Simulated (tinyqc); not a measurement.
Deal-Grove kinetics of thermal oxidation of silicon: one step, computed by the program tinyqc. Command: `OMP_NUM_THREADS=1 python tinyqc.py 3012941 3012942 out.jsonl oxide walk`. One thread of a shared host (Intel(R) Xeon(R) Processor @ 2.30GHz), about 0.02 s of CPU time with the checks.

Oxidant diffuses through the oxide and reacts at the interface, so that dx/dt = B/(A + 2x) for the oxide thickness x.

Question. Rate constants. B = B0 p exp(-E_B/(k_B T)), B/A = (B/A)0 p^m exp(-E_A/(k_B T)), p in atm; A = B/(B/A). Temperatures in kelvin are T(C) + 273.15.

Inputs (values chosen for the exercise, close to those used for silicon):

| quantity | value | unit |
|---|---|---|
| prefactor B0 | 876 | um^2/h |
| activation energy E_B | 1.21 | eV |
| prefactor (B/A)0 | 5.49e+06 | um/h |
| activation energy E_A | 2.02 | eV |
| temperature T | 950 | C |
| oxidant pressure p | 5 | atm |
| pressure exponent m of B/A | 0.71 | - |

Ambient: dry oxygen. Surface: (111).

Constants: k_B = 8.617333262e-05 eV/K.

Give: parabolic constant B; linear constant B/A; length A.

Answer.

parabolic constant B = 0.04528 um^2/h

linear constant B/A = 0.08181 um/h

length A = 0.5535 um

Reaction at the interface limits growth while x is well below A/2 = 0.277 um, diffusion once x is well above it.
